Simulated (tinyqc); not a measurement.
Single-photon avalanche diode, trigger probability and counting: two steps of the calculation.

A multiplication layer of width W with the uniform field V/W; alpha = an exp(-bn/E) for electrons, beta = ap exp(-bp/E) for holes (local model, no dead space). a = alpha W, b = beta W. Electrons enter at x = 0, holes at x = W. P0 is the probability that an electron entering at 0 starts a lasting avalanche, PW the same for a hole entering at W.

Values chosen for this exercise; ionisation coefficients close to those of silicon:
- an = 7.04e5 1/cm (electron prefactor)
- bn = 1.21 MV/cm (electron field)
- ap = 1.54e6 1/cm (hole prefactor)
- bp = 1.98 MV/cm (hole field)
- W = 0.3 um (width of the multiplication layer)
- Vx = 1.9 V (excess bias)
- eta = 0.62 (probability that a photon makes a pair that enters the layer)
- Gd = 8700 1/s (thermal generation rate in the layer)
- td = 50 ns (dead time)
- Cd = 35 fF (diode capacitance)
- Rq = 100 kohm (quench resistance)
- pa = 2.3e-8 (trapping probability per avalanche carrier)
- tt = 24 ns (trap release time)
- nph = 9.1e6 1/s (photon rate)

Constants: q = 1.602176634e-19 C. Results are converted to the units shown.

Problem 1. Ionisation integrals at and above breakdown. Breakdown: ln(a/b) = a - b with a not equal to b. VB is given; V = VB + Vx.

breakdown voltage VB = 13.770838 V

Wanted: E at VB; a at VB; b at VB; E at V; a; b.

Solution 1.

E at VB = 0.4590 MV/cm
a at VB = 1.513
b at VB = 0.6185
E at V = 0.5224 MV/cm
a = 2.083
b = 1.043

At VB, ln(a/b) = 0.8947 equals a - b.

Problem 2. Detection, dark counts, afterpulses and dead-time loss. Pm is the mean trigger probability of pairs made evenly in the layer. PDP = eta P0; dark counts Gd Pm; avalanche charge Cd Vx/q; afterpulse probability pa (Cd Vx/q) exp(-td/tt) Pm; true rate n = nph PDP + dark counts; measured n/(1 + n td) (non-paralysable) or n exp(-n td) (paralysable); recharge time Rq Cd.

P0 = 0.70301924
Pm = 0.58285148

Find: PDP; dark counts; avalanche charge; afterpulse probability; true rate; measured, non-paralysable; measured, paralysable; recharge time.

Solution 2.

PDP = 0.4359
dark counts = 5071 1/s
avalanche charge = 4.151e5 electrons
afterpulse probability = 0.06928 %
true rate = 3.972e6 1/s
measured, non-paralysable = 3.314e6 1/s
measured, paralysable = 3.256e6 1/s
recharge time = 3.500 ns

Dead time hides 17 % of the events in the first model and 18 % in the second.

Computed by the program tinyqc: `OMP_NUM_THREADS=1 python tinyqc.py 2630002 2630003 out.jsonl`, one thread of a shared Intel Xeon 2.30GHz, about 0.01 s for the whole run.
